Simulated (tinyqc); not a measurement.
Inside a calculation. Method: exchange-only LDA atom on a uniform radial grid, spin-unpolarised, for Be. Computed by tinyqc, a small Python program that keeps every step. Settings: Z = 4, points = 256, R = 16.8, functional = Slater exchange alone, mixing = 0.6, iteration cap = 81. Command: `OMP_NUM_THREADS=1 python tinyqc.py 21574 21575 out.jsonl` (the two numbers bound the seeds that draw the settings). One thread of a shared host (Intel(R) Xeon(R) Processor @ 2.60GHz), about 0.4 s of CPU time with the checks. Later iterations appear only in the table of the cycle.

## Iteration 1

Spherical atom on a uniform radial grid r_j = j h with h = R/(N + 1), h sum u^2 = 1 and integrals as h times sums, u(0) = u(R) = 0 (atomic units):

| parameter | value |
|---|---|
| Z | 4 |
| points N | 256 |
| R | 16.800000 |
| h | 0.065370 |
| mixing | 0.600000 |
| electrons in 1s | 2 |
| electrons in 2s | 2 |

Three-point differences turn -u''/2 + [l(l+1)/2r^2 - Z/r + V] u = e u into a tridiagonal matrix (diagonal 1/h^2 + potential, off-diagonal -1/2h^2). D = sum f u^2; the Hartree potential y/r solves y'' = -D/r with y(0) = 0, y(R) = N_e; v_xc comes from rho = D/(4 pi r^2); E = sum f e - int D V + int D (V_H/2 + eps_xc); V(new) = V + mixing (V_H + v_xc - V).

eigenvalues (hartree): 1s -7.867742, 2s -1.991526

Every 16th grid point:

| r | V in | u(1s) | u(2s) | D | V_H | v_xc |
|---|---|---|---|---|---|---|
| 1.045914 | 0.000000 | 0.262778 | -0.792658 | 1.394717 | 3.303942 | -0.459288 |
| 2.091829 | 0.000000 | 0.008390 | -0.577062 | 0.666141 | 1.890063 | -0.226165 |
| 3.137743 | 0.000000 | 0.000201 | -0.178324 | 0.063599 | 1.274112 | -0.078885 |
| 4.183658 | 0.000000 | 4.28e-06 | -0.041257 | 0.003404 | 0.956083 | -0.024541 |
| 5.229572 | 0.000000 | 8.53e-08 | -0.008225 | 0.000135 | 0.764881 | -0.007218 |
| 6.275486 | 0.000000 | 1.63e-09 | -0.001497 | 4.48e-06 | 0.637401 | -0.002053 |
| 7.321401 | 0.000000 | 3.05e-11 | -0.000256 | 1.31e-07 | 0.546344 | -0.000571 |
| 8.367315 | 0.000000 | 0 | -0.000042 | 3.52e-09 | 0.478051 | -0.000156 |
| 9.413230 | 0.000000 | 0 | -0.000007 | 8.82e-11 | 0.424934 | -0.000042 |
| 10.459144 | 0.000000 | 0 | -1.02e-06 | 0 | 0.382440 | 0.000000 |
| 11.505058 | 0.000000 | 0 | -1.55e-07 | 0 | 0.347673 | 0.000000 |
| 12.550973 | 0.000000 | 0 | -2.29e-08 | 0 | 0.318700 | 0.000000 |
| 13.596887 | 0.000000 | 0 | -3.35e-09 | 0 | 0.294185 | 0.000000 |
| 14.642802 | 0.000000 | 0 | -4.84e-10 | 0 | 0.273172 | 0.000000 |
| 15.688716 | 0.000000 | 0 | -6.81e-11 | 0 | 0.254960 | 0.000000 |
| 16.734630 | 0.000000 | 0 | 0 | 0 | 0.239025 | 0.000000 |

total energy = -13.04556377 hartree

## Iteration 2

As before.

eigenvalues (hartree): 1s -4.802090, 2s -0.665788

Every 16th grid point:

| r | V in | u(1s) | u(2s) | D | V_H | v_xc |
|---|---|---|---|---|---|---|
| 1.045914 | 1.706792 | 0.344295 | -0.503592 | 0.744288 | 3.000981 | -0.372538 |
| 2.091829 | 0.998339 | 0.020854 | -0.685980 | 0.942007 | 1.815689 | -0.253856 |
| 3.137743 | 0.717137 | 0.001031 | -0.407122 | 0.331498 | 1.264133 | -0.136774 |
| 4.183658 | 0.558925 | 0.000047 | -0.189318 | 0.071682 | 0.954983 | -0.067767 |
| 5.229572 | 0.454598 | 2.09e-06 | -0.078575 | 0.012348 | 0.764767 | -0.032494 |
| 6.275486 | 0.381209 | 9.00e-08 | -0.030557 | 0.001867 | 0.637389 | -0.015331 |
| 7.321401 | 0.327464 | 3.83e-09 | -0.011388 | 0.000259 | 0.546342 | -0.007164 |
| 8.367315 | 0.286737 | 1.61e-10 | -0.004117 | 0.000034 | 0.478050 | -0.003326 |
| 9.413230 | 0.254935 | 0 | -0.001455 | 4.23e-06 | 0.424934 | -0.001537 |
| 10.459144 | 0.229464 | 0 | -0.000505 | 5.10e-07 | 0.382440 | -0.000708 |
| 11.505058 | 0.208604 | 0 | -0.000173 | 5.97e-08 | 0.347673 | -0.000325 |
| 12.550973 | 0.191220 | 0 | -0.000058 | 6.83e-09 | 0.318700 | -0.000149 |
| 13.596887 | 0.176511 | 0 | -0.000020 | 7.64e-10 | 0.294185 | -0.000068 |
| 14.642802 | 0.163903 | 0 | -0.000006 | 8.26e-11 | 0.273172 | -0.000031 |
| 15.688716 | 0.152976 | 0 | -1.94e-06 | 0 | 0.254960 | -0.000013 |
| 16.734630 | 0.143415 | 0 | -9.13e-08 | 0 | 0.239025 | 0.000000 |

total energy = -13.86113306 hartree

## Iteration 3

As before.

eigenvalues (hartree): 1s -3.947837, 2s -0.304609

Every 16th grid point:

| r | V in | u(1s) | u(2s) | D | V_H | v_xc |
|---|---|---|---|---|---|---|
| 1.045914 | 2.259783 | 0.368396 | -0.385314 | 0.568365 | 2.853014 | -0.340512 |
| 2.091829 | 1.336435 | 0.026749 | -0.651029 | 0.849107 | 1.749471 | -0.245221 |
| 3.137743 | 0.963270 | 0.001643 | -0.488708 | 0.477677 | 1.246030 | -0.154485 |
| 4.183658 | 0.755899 | 0.000095 | -0.294491 | 0.173450 | 0.950988 | -0.090979 |
| 5.229572 | 0.621203 | 0.000005 | -0.161085 | 0.051897 | 0.763965 | -0.052439 |
| 6.275486 | 0.525719 | 2.99e-07 | -0.083706 | 0.014014 | 0.637235 | -0.030015 |
| 7.321401 | 0.454492 | 1.65e-08 | -0.042185 | 0.003559 | 0.546313 | -0.017152 |
| 8.367315 | 0.399529 | 9.03e-10 | -0.020837 | 0.000868 | 0.478045 | -0.009805 |
| 9.413230 | 0.356012 | 4.93e-11 | -0.010147 | 0.000206 | 0.424933 | -0.005610 |
| 10.459144 | 0.320825 | 0 | -0.004888 | 0.000048 | 0.382440 | -0.003214 |
| 11.505058 | 0.291851 | 0 | -0.002334 | 0.000011 | 0.347673 | -0.001843 |
| 12.550973 | 0.267619 | 0 | -0.001106 | 2.45e-06 | 0.318700 | -0.001057 |
| 13.596887 | 0.247075 | 0 | -0.000518 | 5.36e-07 | 0.294185 | -0.000604 |
| 14.642802 | 0.229446 | 0 | -0.000235 | 1.10e-07 | 0.273172 | -0.000339 |
| 15.688716 | 0.214159 | 0 | -0.000092 | 1.69e-08 | 0.254960 | -0.000174 |
| 16.734630 | 0.200781 | 0 | -4.87e-06 | 4.74e-11 | 0.239025 | -0.000023 |

total energy = -13.96161643 hartree

## Convergence

Stop when input and output potentials agree to 1e-7.

Course of the cycle (hartree):

| iteration | E | e(1s) | e(2s) | largest \|V(out) - V(in)\| |
|---|---|---|---|---|
| 1 | -13.04556377 | -7.867742 | -1.991526 | 6.79e+00 |
| 2 | -13.86113306 | -4.802090 | -0.665788 | 1.76e+00 |
| 3 | -13.96161643 | -3.947837 | -0.304609 | 3.90e-01 |
| 4 | -13.96914891 | -3.745935 | -0.207133 | 7.89e-02 |
| 5 | -13.96950119 | -3.705146 | -0.180698 | 1.69e-02 |
| 6 | -13.96951542 | -3.697327 | -0.172899 | 5.24e-03 |
| 7 | -13.96951617 | -3.695726 | -0.170329 | 1.80e-03 |
| 8 | -13.96951624 | -3.695340 | -0.169411 | 6.57e-04 |
| 9 | -13.96951625 | -3.695225 | -0.169068 | 2.48e-04 |
| 10 | -13.96951625 | -3.695184 | -0.168936 | 9.53e-05 |
| 11 | -13.96951625 | -3.695169 | -0.168885 | 3.72e-05 |
| 12 | -13.96951625 | -3.695162 | -0.168865 | 1.47e-05 |
| 13 | -13.96951625 | -3.695160 | -0.168857 | 5.80e-06 |
| 14 | -13.96951625 | -3.695159 | -0.168854 | 2.30e-06 |
| 15 | -13.96951625 | -3.695158 | -0.168853 | 9.09e-07 |
| 16 | -13.96951625 | -3.695158 | -0.168853 | 3.60e-07 |
| 17 | -13.96951625 | -3.695158 | -0.168853 | 1.43e-07 |
| 18 | -13.96951625 | -3.695158 | -0.168852 | 5.66e-08 |

Converged in 18 iterations. A uniform grid resolves the cusp poorly: for a bare nucleus this grid gives 1s at -7.86774 against -Z^2/2 = -8 hartree. Before convergence this energy mixes input and output and is not variational, so it may rise towards its limit.
